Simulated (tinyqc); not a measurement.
Hot electrons in a saturated n-channel MOSFET, lucky-electron model: two steps of the calculation.

Beyond pinch-off the lateral field grows as Esat cosh(y/l) over the velocity-saturated region (pseudo-two-dimensional model). Impact ionisation in this region gives the substrate current, which biases the body forward through Rsub. Currents are per width. Local-field laws: they overstate ionisation when the field peak is narrower than an energy relaxation length.

Parameters, values chosen for the exercise; values close to those of silicon n-channel devices:
```
symbol   value     unit                                   meaning
L         0.18       um                            channel length
tox        4.2       nm                           oxide thickness
VT        0.57        V                                 threshold
vs       8.8e6     cm/s                       saturation velocity
Ai         2e6     1/cm                      ionisation prefactor
Bi         1.8    MV/cm                          ionisation field
Rd           0   ohm um     resistance of the lightly doped drain
Rsub      7600   ohm um                      substrate resistance
kb        0.29           fall of VT per volt of forward body bias
lm         8.1       nm               hot-electron mean free path
pb         3.2        V                             oxide barrier
Cg      0.0012                      prefactor of the gate current
m          2.8                                  lifetime exponent
Hl       14000  s uA/um                         lifetime constant
Vd         1.6        V                             drain voltage
Vg         0.7        V                              gate voltage
```

Constants: eps0 = 8.8541878128e-14 F/cm where lengths are in cm. Results are converted to the units shown.

Problem 1. Body bias from the substrate current. Cox = 3.9 eps0/tox. Overdrive g = Vg - VT + kb Vb; Vdsat = g Esat L/(g + Esat L); Id = Cox vs (g - Vdsat); dV = Vd - Id Rd - Vdsat; Em = sqrt((dV/l)^2 + Esat^2); Isub = Id (Ai/Bi) l Em exp(-Bi/Em). Vb(new) = Rsub Isub.

Vb after iteration 1 = 0.0042133026 V
l = 27.949955 nm
Esat = 0.062857143 MV/cm

Give: Vdsat; Id; dV; Em; Isub; Vb after iteration 2.

Solution 1.

Vdsat = 0.11758 V
Id = 9.8668 uA/um
dV = 1.4824 V
Em = 0.53409 MV/cm
Isub = 0.56270 uA/um
Vb after iteration 2 = 0.0042765 V

Problem 2. Gate current, lifetime and channel shortening. Ig = Cg Id exp(-pb/(lm Em)); lifetime tau = (Hl/Id)(Isub/Id)^(-m); length of the saturated region dL = l ln[(dV/l + Em)/Esat]. 1 year = 3.15576e7 s.

Id = 9.8694445 uA/um
dV = 1.4824005 V
Em = 0.53408845 MV/cm
Isub = 0.56282446 uA/um
l = 27.949955 nm
Esat = 0.062857143 MV/cm

Wanted: Isub/Id; Ig; tau; dL.

Solution 2.

Isub/Id = 0.05703
Ig = 7.261 pA/um
tau = 0.1367 years
dL = 79.08 nm

The lifetime misses ten years.

Computed by the program tinyqc: `OMP_NUM_THREADS=1 python tinyqc.py 2550115 2550116 out.jsonl`, one thread of a shared Intel Xeon 2.30GHz, about 0.01 s for the whole run.
